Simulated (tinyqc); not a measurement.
Worked calculation: binary melting diagram from solution models of liquid and solid. Computed by tinyqc, a small Python program that keeps every step. Command: `OMP_NUM_THREADS=1 python tinyqc.py 3027420 3027421 out.jsonl melt walk`. One thread of a shared host (Intel(R) Xeon(R) Processor @ 2.30GHz), about 0.01 s of CPU time with the checks. Intermediate numbers are printed to about 7 digits and carried at full precision; extremes and crossings named in words are read from the listed rows.

x is the fraction of B. In a phase with interaction L: mu_A = G_A + R T ln(1 - x) + L x^2, mu_B = G_B + R T ln x + L (1 - x)^2. Melting: G(liquid) - G(solid) = H (1 - T/T_m) for each pure component.

Inputs (values chosen for the exercise, modelled on Si-Ge): melting point T_A = 1687 K; melting point T_B = 1211 K; heat of melting H_A = 51 kJ/mol; heat of melting H_B = 37 kJ/mol; liquid interaction L_L = 5.5 kJ/mol; solid interaction L_S = 3.7 kJ/mol; position of T, (T - T_A)/(T_B - T_A) = 0.4; dilute content c0 of B = 0.023; growth number V delta/D = 2.3.

Diagram: complete solid solution (lens).

Constants: R = 8.314462618 J/(mol K).

## Temperature and melting free energies

T = T_A + u (T_B - T_A). The ideal solution has k_A = exp(dG_A/(R T)) = (1 - xs)/(1 - xl) and k_B = exp(dG_B/(R T)) = xs/xl, so xl = (1 - k_A)/(k_B - k_A).

T = 1496.6 K

dG_A = 5.756017 kJ/mol

dG_B = -8.726012 kJ/mol

ideal liquidus xl = 0.5385099

ideal solidus xs = 0.2670808

## Tie line by Newton steps

Equal potentials: F_A = dG_A + R T ln[(1 - xl)/(1 - xs)] + L_L xl^2 - L_S xs^2 = 0, F_B = dG_B + R T ln(xl/xs) + L_L (1 - xl)^2 - L_S (1 - xs)^2 = 0. Newton steps from the ideal values with the exact Jacobian, halved if x would leave (0, 1); stop below 1e-12, residuals under 1e-7 shown as 0.

Iteration:
```
step         xl         xs   F_A (kJ/mol)   F_B (kJ/mol)
1     0.5385099  0.2670808   1.331032e+00  -8.161792e-01
2     0.6099440  0.2785422  -1.373780e-01  -6.194932e-02
3     0.6014424  0.2734852  -2.306268e-03   1.158692e-03
4     0.6013411  0.2734729  -3.439584e-07  -1.080214e-07
5     0.6013411  0.2734729              0              0
```

liquidus xl = 0.6013411

solidus xs = 0.2734729

The interactions move the liquidus by +0.0628 and the solidus by +0.0064; the lens is 1.21 times as wide as the ideal one here.

## Dilute B in A: partition coefficient and slope

At T_A, k0 = exp[(dG_B(T_A) + L_L - L_S)/(R T_A)]; van 't Hoff: m_L = -R T_A^2 (1 - k0)/H_A per unit fraction. Burton-Prim-Slichter: k_eff = k0/[k0 + (1 - k0) exp(-V delta/D)]. Freezing range of c0: |m_L| c0 |1 - k0|/k0.

partition coefficient k0 = 0.4031205

liquidus slope m_L = -276.9369 K

effective coefficient k_eff = 0.8707403

freezing range = 9.431061 K

k0 < 1: the solid rejects B and B lowers the melting point. Faster growth moves k_eff towards 1.

## Solute along a frozen bar

For the solid at frozen fraction f, relative to c0. Lever rule: k0/[1 - (1 - k0) f]. Scheil (no diffusion in the solid, mixed liquid): k (1 - f)^(k - 1), with k0 and with k_eff. One zone pass with a zone a tenth of the bar long: 1 - (1 - k0) exp(-10 k0 f).

Ratio c_s/c0:
```
f    lever rule  Scheil, k0  Scheil, k_eff  one zone pass
0.0   0.4031205    0.403120       0.870740      0.4031205
0.1   0.4287092    0.429286       0.882680      0.6011462
0.3   0.4910497    0.498761       0.911824      0.8218984
0.5   0.5746056    0.609696       0.952357      0.9204717
0.7   0.6924275    0.827048       1.017363      0.9644879
0.8   0.7715278    1.053503       1.072105      0.9762697
0.9   0.8710310    1.593362       1.172596      0.9841427
```

All but the k_eff column start at k0 = 0.403. At f = 0.9 Scheil gives 1.59 against 0.871 for the lever rule, since the solid keeps what it took and the last liquid is richer in B. Scheil passes c0 at f = 0.782. Last over first value: 3.95 with k0 and 1.35 with k_eff, so faster growth gives the more even bar.

## The lens

The formulas are those given above.

Liquidus and solidus:
```
T (K)         xl         xs   ideal xl   ideal xs
1663   0.0862993  0.0345251  0.0785865  0.0289456
1592   0.3304708  0.1339812  0.2928929  0.1215552
1520   0.5426402  0.2375172  0.4827081  0.2286933
1449   0.7050498  0.3527451  0.6432460  0.3517607
1378   0.8252640  0.4938835  0.7780567  0.4984287
1306   0.9147639  0.6784511  0.8895165  0.6808725
1235   0.9810609  0.9110176  0.9758405  0.9085843
```

The lens is widest among these rows at 1449 K (0.352 in x, ideal 0.291). L_L - L_S = +1.8 kJ/mol, relative to the mixed solid, penalises the mixed liquid, and the liquidus lies above the ideal one in every row.

Checks made by the program: tie line against the common tangent on 20001 points (relative difference 3e-05); k0 and m_L against a tie line 0.01 K from T_A (relative difference 4e-06).
